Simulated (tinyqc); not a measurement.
# Changing the growth rate G

Model: surface segregation during layer-by-layer epitaxy: two-layer exchange kinetics and the shape of quantum wells and delta layers. Computed by tinyqc, a small Python program. Command: `OMP_NUM_THREADS=1 python tinyqc.py 3019028 3019029 out.jsonl mbeseg sweep`. One thread of a shared host (Intel(R) Xeon(R) Processor @ 2.30GHz), about 0.02 s of CPU time with the checks.

Atoms A and B exchange only between the growing layer and the one below it. B is supplied for N layers, then pure A follows.

Inputs (values chosen for the exercise, close to those used for indium in GaAs):
```
quantity                                   value      unit
barrier E1 for B to move up                 1.82        eV
segregation energy E_s                      0.22        eV
attempt frequency nu                          10       THz
share x0 of B in the flux during the well   0.18         -
layers in the well N                           4         -
layer thickness                             2.83  angstrom
temperature T                                390         C
```

Constants: k_B = 8.617333262e-05 eV/K.

Method:
- p1 = nu exp(-E1/(k_B T)) (B up, A down), p2 = nu exp(-(E1 + E_s)/(k_B T)) (B down); time per layer tau = 1/G; K = p1/p2.
- Temperatures in kelvin are T(C) + 273.15.
- Dilute equilibrium share passed up per layer R_eq = K/(1 + K).
- Each layer is deposited complete with B share x_dep and then exchanges for the time tau = 1/G with the layer below, whose share is b (total c = s + b fixed): ds/dt = p1 b (1 - s) - p2 s (1 - b), s(0) = x_dep. With the roots s1 < s2 of the right side, (s - s1)/(s - s2) = [(s(0) - s1)/(s(0) - s2)] exp(-(p1 - p2)(s2 - s1) tau). The lower layer is then buried with c - s, and s becomes the b of the next layer.
- In the dilute tail each layer passes up the share R = R_eq (1 - exp(-(p1 + p2) tau)); decay length = -layer thickness/ln R.
- Index 0 is the last layer of pure A below the well. Share of B outside the intended layers 1..N = 1 - (sum over 1..N)/(N x0).

One run for each value:
```
growth rate G (layers/s)  share passed up R  decay length (angstrom)  peak share (largest buried share)     p1 tau
0.003                                0.9792                    134.4                             0.0374  4.913e+01
0.009                                0.9792                    134.4                             0.0376  1.638e+01
0.09                                 0.7953                     12.4                             0.1330  1.638e+00
0.3                                  0.3863                      3.0                             0.1746  4.913e-01
0.9                                  0.1508                      1.5                             0.1797  1.638e-01
3                                    0.0479                      0.9                             0.1800  4.913e-02
9                                    0.0162                      0.7                             0.1800  1.638e-02
30                                   0.0049                      0.5                             0.1800  4.913e-03
```

Give the missing row, growth rate G (layers/s) = 0.03.

Computed row:
```
growth rate G (layers/s)  share passed up R  decay length (angstrom)  peak share (largest buried share)     p1 tau
0.03                                 0.9727                    102.1                             0.0627  4.913e+00
```

Interpolating between the two neighbouring rows (the first column on a logarithmic scale, the others too where they are positive) misses most in decay length (angstrom), by 62 %. Over the rows, share passed up R falls from 0.979 to 0.00490; decay length (angstrom) falls from 134 to 0.532; peak share (largest buried share) rises from 0.0374 to 0.180. At the high end the exponent of share passed up R is -1.00, close to -1: kinetic regime: R is about p1 tau. At the low end the exponent of share passed up R is 0.00, close to 0: equilibrium regime. Faster growth buries B before it can move up.

Caution (rows 0.00300, 0.00900, 0.0300): the floating layer fills towards saturation, so the dilute decay length holds only far out in the tail. Caution (all rows): two-layer exchange with complete layers is a simplification that can understate segregation at low temperature; desorption, step-edge exchange and surfactants are left out. Caution (rows 0.900, 3.00, 9.00, 30.0): a decay length below one layer thickness is only formal.

Extremes, crossings and ranges named in words are read from the listed rows.
